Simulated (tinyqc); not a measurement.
Inside a calculation: defect-molecule model of a vacancy with Jahn-Teller distortion. Values are carried at full precision from step to step, so a last printed digit may differ when a step is redone from the rounded ones.

Four dangling hybrids a, b, c, d point into the vacancy: H_ii = E0, and -gm between any two. A tetragonal distortion Q pairs a with b and c with d: those two couplings become -gm - I Q and the other four -gm + I Q/2, at an elastic cost k Q^2/2. The a1 level holds two electrons; charge states 2+, + and 0 put n = 0, 1, 2 more into the lowest level of t2 origin. Energy from the 2+ state at Q = 0, with the Fermi level mu counted from Ev: W_n(Q) = n (et - 2 I Q) + k Q^2/2 + Uc n (n - 1)/2 - n mu. et = E0 + gm is the undistorted t2 level.

Inputs chosen for the exercise (of the size used for the vacancy in silicon; the results hold for these values, not for the real material):
- E0 = 0.02 eV (level of a dangling hybrid, from Ev)
- gm = 0.31 eV (coupling between two dangling hybrids)
- I = 1.14 eV/angstrom (Jahn-Teller coupling)
- k = 18.6 eV/angstrom^2 (force constant of the mode)
- Uc = 0.23 eV (repulsion of two electrons in one orbital)
- Q = 0.19 angstrom (a trial distortion)

## The molecule at a trial distortion

Fill in H at Q.

H (eV), lower triangle:
```
         a        b        c       d
a   0.0200
b  -0.5266   0.0200
c  -0.2017  -0.2017   0.0200
d  -0.2017  -0.2017  -0.5266  0.0200
```

## One-electron levels

Diagonalise. By symmetry: a + b + c + d at E0 - 3 gm, a + b - c - d at E0 + gm - 2 I Q, and the pair a - b, c - d at E0 + gm + I Q.

levels (eV): -0.9100  -0.1032  0.5466  0.5466

The t2 triplet has split by 3 I Q = 0.6498 eV, and its centre has stayed.

## Relaxed charge states

Minimise W_n over Q: Q_n = 2 n I/k, gain n^2 E_JT with E_JT = 2 I^2/k. W_n at mu = 0 is n et - n^2 E_JT + Uc n (n - 1)/2.

E_JT = 0.1397 eV

States:
```
n  charge  Q_n (angstrom)  gain (eV)  W_n (eV)
0      2+          0.0000     0.0000    0.0000
1       +          0.1226     0.1397    0.1903
2       0          0.2452     0.5590    0.3310
```

## Transition levels and the effective U

From the energies W_n of the relaxed states with n = 0, 1, 2 electrons: E(2+/+) = W1 - W0, E(+/0) = W2 - W1, U_eff = E(+/0) - E(2+/+), E(2+/0) = (W2 - W0)/2.

levels above Ev (eV): (2+/+) 0.1903, (+/0) 0.1408, (2+/0) 0.1655

U_eff = -0.0495 eV

U_eff < 0: the second electron is bound more strongly than the first, the + state is never the lowest, and the charge changes by two at 0.1655 eV.

## Vertical against thermal levels

At fixed Q the level for adding the first electron is et - 2 I Q. Capture into 2+ at Q0 = 0 costs et; removal from + at Q1 = 2 I/k takes place at et - 2 E_JT, E_JT = 2 I^2/k; the thermal level lies between, and the Franck-Condon shift is E_JT on each side. et = E0 + gm.

levels (eV): vertical at Q0 0.3300, thermal 0.1903, vertical at Q1 0.0505

Stokes shift = 0.2795 eV

## Checks

- W2 from the formula against a numerical minimum over Q with the level from H(Q): both 0.33103.

(tinyqc, `OMP_NUM_THREADS=1 python tinyqc.py 1482807 1482808 out.jsonl`, Intel(R) Xeon(R) Processor @ 2.30GHz, 1 thread, shared host, about 0.01 s.)
